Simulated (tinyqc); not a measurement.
Inside a calculation. Model: effective-mass impurity with a central-cell term, in a basis of Slater functions. Computed by tinyqc, a small Python program that keeps every step. Command: `OMP_NUM_THREADS=1 python tinyqc.py 3016939 3016940 out.jsonl centralcell walk`. One thread of a shared host (Intel(R) Xeon(R) Processor @ 2.30GHz), about 0.01 s of CPU time with the checks. Intermediate numbers are printed to about 6 digits and carried at full precision; extremes and crossings named in words are read from the listed rows.

The envelope obeys H = -nabla^2 - (2/r) [Z + A exp(-kappa r)] in effective units, with kappa = a*/lambda; positive A deepens the well near the core.

Inputs (values chosen for the exercise, with mass and screening modelled on beta-Ga2O3):
```
quantity,value,unit
effective mass m,0.269,m_0
dielectric constant eps,9.8,-
charge Z of the core,1,-
central-cell strength A,-8.6,-
central-cell range lambda,0.85,angstrom
basis size n,5,-
smallest exponent zeta_1,0.48,1/a*
ratio beta of exponents,2.4,-
```

Impurity: donor, one isotropic band.

Constants: Ry = 13.605693123 eV; a_0 = 0.529177210903 angstrom.

## Effective units

Units: Ry* = Ry m/eps^2 and a* = a_0 eps/m, with m in m_0. kappa = a*/lambda; the hydrogenic ground state is bound by Z^2 Ry*.

Ry* = 38.1084 meV

a* = 19.2786 angstrom

kappa = 22.6807 1/a*

hydrogenic binding energy = 38.1084 meV

## Matrices over the s basis

zeta_i = zeta_1 beta^(i-1), i = 1..n. For s functions exp(-zeta r), with s = zeta_i + zeta_j: S = 2/s^3, T = zeta_i zeta_j S, V = -2 Z/s^2, W = -2 A/(s + kappa)^2; each function is normalised by dividing by sqrt(S_ii S_jj).

exponents (1/a*): [0.48, 1.152, 2.7648, 6.63552, 15.9252]

overlap S:
```
,1,2,3,4,5
1,1.00000,0.75678,0.35800,0.12622,0.03829
2,0.75678,1.00000,0.75678,0.35800,0.12622
3,0.35800,0.75678,1.00000,0.75678,0.35800
4,0.12622,0.35800,0.75678,1.00000,0.75678
5,0.03829,0.12622,0.35800,0.75678,1.00000
```

kinetic T (Ry*):
```
,1,2,3,4,5
1,0.2304,0.418470,0.475104,0.402032,0.292725
2,0.418470,1.327104,2.41038,2.73660,2.31570
3,0.475104,2.41038,7.64412,13.8838,15.7628
4,0.402032,2.73660,13.8838,44.0301,79.9708
5,0.292725,2.31570,15.7628,79.9708,253.614
```

Coulomb V (Ry*):
```
,1,2,3,4,5
1,-0.96,-1.23507,-1.16164,-0.898154,-0.628225
2,-1.23507,-2.304,-2.96416,-2.78794,-2.15557
3,-1.16164,-2.96416,-5.5296,-7.11398,-6.69105
4,-0.898154,-2.78794,-7.11398,-13.27104,-17.0736
5,-0.628225,-2.15557,-6.69105,-17.0736,-31.8505
```

central cell W (Ry*):
```
,1,2,3,4,5
1,0.0136142,0.0478590,0.156492,0.440495,0.951785
2,0.0478590,0.168499,0.552818,1.56634,3.42018
3,0.156492,0.552818,1.82711,5.25292,11.7443
4,0.440495,1.56634,5.25292,15.5516,36.5138
5,0.951785,3.42018,11.7443,36.5138,93.4453
```

## Generalised eigenproblem

(T + V + W) c = E S c with c^T S c = 1 and the largest component positive.

two lowest levels (Ry*): [-0.922234, -0.160102]

coefficients of the lowest state: [0.213506, 0.907361, -0.117476, 0.008161, -0.005777]

<T> = 0.848609 Ry*

<W> = 0.0505114 Ry*

## Converged levels

Large basis: zeta_i = 0.06 x 1.6^(i-1), i = 1..22, same formulas; for p functions r exp(-zeta r): S = 24/s^5, T = zeta_i zeta_j S (centrifugal term included), V = -12 Z/s^4, W = -12 A/(s + kappa)^4; overlap eigenvalues below 1e-11 are dropped. Binding energies are -E Ry*; the effective quantum number is nu = Z/sqrt(-E); |psi(0)|^2 is given relative to the hydrogenic Z^3/(pi a*^3).

1s binding energy = 35.2948 meV

2s binding energy = 9.16511 meV

2p binding energy = 9.52643 meV

effective quantum number of 1s = 1.03910

relative |psi(0)|^2 = 0.206922

The central cell moves 1s by -2.814 meV, 2s by -0.362 meV and 2p by a negligible amount: p states vanish at the core, so the 2p level gives the hydrogenic scale and 1s the chemical shift. The small basis lies 0.15 meV above the converged 1s level.

## Chemical shift by three methods

First order: shift = 8 A Z^3/(2 Z + kappa)^2 Ry*. One exponent: minimise zeta^2 - 2 Z zeta - 8 A zeta^3/(2 zeta + kappa)^2 by golden section on 0.2 to 6 Z. All shifts are the binding beyond Z^2 Ry*.

Shift of the 1s binding energy (meV):
```
A,first order,one exponent,large basis
8.60,4.30423,5.70328,9.61511
4.30,2.15211,2.43868,2.96856
-0.86,-0.43042,-0.42091,-0.40828
-2.15,-1.07606,-1.01893,-0.94800
-4.30,-2.15211,-1.93760,-1.69675
-8.60,-4.30423,-3.53822,-2.81365
-10.80,-5.40531,-4.25917,-3.25431
```

The three columns are ordered, first order <= one exponent <= large basis, since each is a variational bound with more freedom. At the largest attractive A first order gives 45 % and one exponent 59 % of the shift; at the most repulsive A the true shift is -3.254 meV against -5.405. Attraction pulls the envelope in and feeds itself, repulsion pushes it out and saturates.

## Convergence with the basis

The error is the lowest level above the large-basis value.

Error of the 1s level:
```
n,error (meV),largest exponent (1/a*)
1,8.00968,4.80000e-01
2,1.87491,1.15200e+00
3,0.31068,2.76480e+00
4,0.24566,6.63552e+00
5,0.14987,1.59252e+01
6,0.14295,3.82206e+01
7,0.14114,9.17294e+01
8,0.14052,2.20151e+02
```

The error falls from 8.01 to 0.141 meV. The last function changes it by less than 5 %: it has levelled off, and what remains is set by beta and zeta_1, not by the range of exponents.

Checks made by the program: the large basis at A = 0 against Z^2, Z^2/4 and Z^2/4 (relative difference 5e-06).
